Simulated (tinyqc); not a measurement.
Inside a calculation. Method: UHF in the 6-31g basis, for H2-, spin multiplicity 2. The basis has no diffuse functions, so it cannot describe the extra electron: this is an exercise in the method, not the real anion. Computed by tinyqc, a small Python program that keeps every step (integrals from PySCF). Settings: charge = -1, multiplicity = 2, basis = 6-31g, energy threshold = 1e-10, iteration cap = 61, orthogonalisation = symmetric, start = highest core orbitals, DIIS depth = 0, damping = 0.3, method = UHF. Command: `OMP_NUM_THREADS=1 python tinyqc.py 27863 27864 out.jsonl` (the two numbers bound the seeds that draw the settings). One thread of a shared host (Intel(R) Xeon(R) Processor @ 2.60GHz), about 0.1 s of CPU time with the checks.

Geometry (angstrom):
```
atom,x,y,z
H,0.0000,0.0000,0.0000
H,0.0000,0.0000,1.1330
```

Stop when the energy changes by less than 1e-10 hartree and every element of the error matrix X^T (F D S - S D F) X (for each spin) is below 3e-06.

Course of the cycle:
```
iteration,E (hartree),change,largest element of the error matrix
1,2.072449,-,1.63e-01
2,0.238902,-1.83e+00,1.41e-01
3,-0.558671,-7.98e-01,7.63e-02
4,-0.824050,-2.65e-01,3.73e-02
5,-0.906577,-8.25e-02,1.81e-02
6,-0.931724,-2.51e-02,8.98e-03
7,-0.939340,-7.62e-03,4.63e-03
8,-0.941643,-2.30e-03,2.49e-03
9,-0.942340,-6.97e-04,1.39e-03
10,-0.942551,-2.11e-04,7.99e-04
11,-0.942615,-6.42e-05,4.70e-04
12,-0.942635,-1.96e-05,2.81e-04
13,-0.942641,-5.98e-06,1.70e-04
14,-0.942643,-1.84e-06,1.04e-04
15,-0.942643,-5.68e-07,6.36e-05
16,-0.942644,-1.77e-07,3.91e-05
17,-0.942644,-5.54e-08,2.40e-05
18,-0.942644,-1.75e-08,1.48e-05
19,-0.942644,-5.61e-09,9.13e-06
20,-0.942644,-1.81e-09,5.63e-06
21,-0.942644,-5.95e-10,3.48e-06
22,-0.942644,-1.98e-10,2.14e-06
23,-0.942644,-6.66e-11,1.32e-06
```

Can the last value be used, and what does the course show?

Yes. Converged in 23 iterations. PySCF UHF in the same basis, after a stability check = -0.942644 hartree.
